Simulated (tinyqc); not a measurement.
What each parameter does: quaternary alloy A(x)B(1-x)C(y)D(1-y) matched to a substrate.

Q(x,y) = x y Q_AC + x (1 - y) Q_AD + (1 - x) y Q_BC + (1 - x)(1 - y) Q_BD for the lattice constant. Gap, rule 1: Q(x,y) - x (1 - x)[y C_ABC + (1 - y) C_ABD] - y (1 - y)[x C_ACD + (1 - x) C_BCD]. Rule 2 (mean of ternaries): {x (1 - x)[y T_ABC(x) + (1 - y) T_ABD(x)] + y (1 - y)[x T_ACD(y) + (1 - x) T_BCD(y)]}/{x (1 - x) + y (1 - y)}, T_ABC(x) = x E_AC + (1 - x) E_BC - C_ABC x (1 - x), T_ACD(y) = y E_AC + (1 - y) E_AD - C_ACD y (1 - y), and alike. Only the Gamma valley is followed.

Matching a(x,y) = a_s gives x = (a_s - y a_BC - (1 - y) a_BD)/(y (a_AC - a_BC) + (1 - y)(a_AD - a_BD)).

Inputs chosen for the exercise (AC, AD, BC, BD near GaAs, GaSb, InAs and InSb; substrate near InAs; the results hold for these values, not for the real material): a = (5.659, 6.103, 6.051, 6.482) angstrom (lattice constants of AC, AD, BC, BD); Eg = (1.532, 0.814, 0.42, 0.232) eV (gaps at Gamma of AC, AD, BC, BD); Cb = (0.433, 0.457, 1.501, 0.571) eV (bowing of ABC, ABD, ACD, BCD); a_s = 6.051 angstrom (substrate); y = 0.92 (fraction of C).

x is matched anew each time. Each row changes one parameter from the base and keeps the others.

Results:
```
case                                            x  rule 1 (eV)  rule 2 (eV)
base                                       0.0882       0.4163       0.4581
y = 0.91                                   0.0993       0.4155       0.4624
a_s = 6.055 angstrom                       0.0780       0.4097       0.4489
Cb = (0.52, 0.548, 1.801, 0.685) eV        0.0882       0.3996       0.4498
Eg = (1.582, 0.814, 0.42, 0.232) eV        0.0882       0.4203       0.4621
a = (5.669, 6.103, 6.051, 6.482) angstrom  0.0903       0.4176       0.4599
```

The largest shifts from the base row, up to three for each result and ties (the steps differ in size, so this ranks the rows, not the parameters). x: y +0.0111, a_s -0.0102, a +0.0021; unchanged at the printed digits by Cb and Eg. rule 1 (eV): Cb -0.0166, a_s -0.0065, Eg +0.0041. rule 2 (eV): a_s -0.0091, Cb -0.0083, y +0.0044.

tinyqc: `OMP_NUM_THREADS=1 python tinyqc.py 1080466 1080467 out.jsonl`; about 0.01 s, one thread, shared Intel(R) Xeon(R) Processor @ 2.30GHz.
